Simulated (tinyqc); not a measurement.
One level coupled to a phonon between two leads, self-consistent Born approximation: one step of the calculation.

Wide-band leads with mu_L = +V/2 and mu_R = -V/2; phonons in equilibrium, Nq = 1/(exp(w0/kB T) - 1). Scattering links only energies that differ by w0, so a ladder E_k = E1 + k w0 closes on itself; terms that reach past its ends are dropped. Gn and Gp are the electron and hole parts of the spectral function A = Gn + Gp.

Task. Green functions. |G|^2 = 1/[(E - ed)^2 + (GL + GR + Sin + Sout)^2/4], Gn = |G|^2 (GL fL + GR fR + Sin), Gp = |G|^2 (GL (1 - fL) + GR (1 - fR) + Sout), f = 1/(1 + exp((E - mu)/kB T)). On a single ladder the real part of the phonon self-energy, which needs all energies, is left out.

Values chosen for this exercise:
```
symbol,value,unit,meaning
T,77,K,temperature of leads and phonons
ed,-78,meV,level
GL,25,meV,coupling to the left lead
GR,23,meV,coupling to the right lead
V,193,mV,bias
```

Constants: q = 1.602176634e-19 C, kB = 1.380649e-23 J/K, Vt = kB T/q. Results are converted to the units shown.

E, rung 0 to 6 (meV): [-126, -63, 0, 63, 126, 189, 252]
Sin, rung 0 to 6 (meV): [27.012913, 2.9522376, 1.0199874, 0.0059967782, 7.6871102e-5, 4.3459759e-7, 1.9808506e-11]
Sout, rung 0 to 6 (meV): [0.0016469725, 0.061608177, 21.884812, 5.3293372, 1.0678765, 0.96954400, 0.57270920]

Find: Gn after iteration 2; Gp after iteration 2.

Result.

Gn after iteration 2, rung 0 to 6 (1/meV): [0.020143, 0.032091, 0.0035445, 0.0012066, 6.8655e-6, 3.1295e-10, 1.5346e-14]
Gp after iteration 2, rung 0 to 6 (1/meV): [7.2285e-5, 0.026170, 0.0061144, 0.0013835, 0.0011554, 6.8119e-4, 4.4363e-4]

Range of the model: The self-consistent Born approximation keeps only non-crossing phonon lines and no Hartree shift; it is rough once the coupling nears the phonon energy.

tinyqc, about 0.1 s, one thread, Intel Xeon 2.30GHz (shared host): `OMP_NUM_THREADS=1 python tinyqc.py 2720120 2720121 out.jsonl`
